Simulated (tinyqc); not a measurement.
## Gate sheet resistance from two finger widths

Problem. At low frequency R = Rsh Wf/(3 L) + B/Wf, where B collects the channel and vertical terms. Find Rsh, B and the width of lowest R.

Values chosen for this exercise: channel length L = 0.3 um.

input resistance of single fingers, contacted at one end, of width 0.56 and 6 um (ohm): 290.62984  79.333333

Answer. R Wf is a straight line in Wf^2; the minimum of R lies where both terms are equal.

Rsh = 7.90 ohm/square
B = 160 ohm um
width of lowest R = 4.27 um

tinyqc, about 0.01 s, one thread, Intel Xeon 2.30GHz (shared host): `OMP_NUM_THREADS=1 python tinyqc.py 2262195 2262196 out.jsonl`
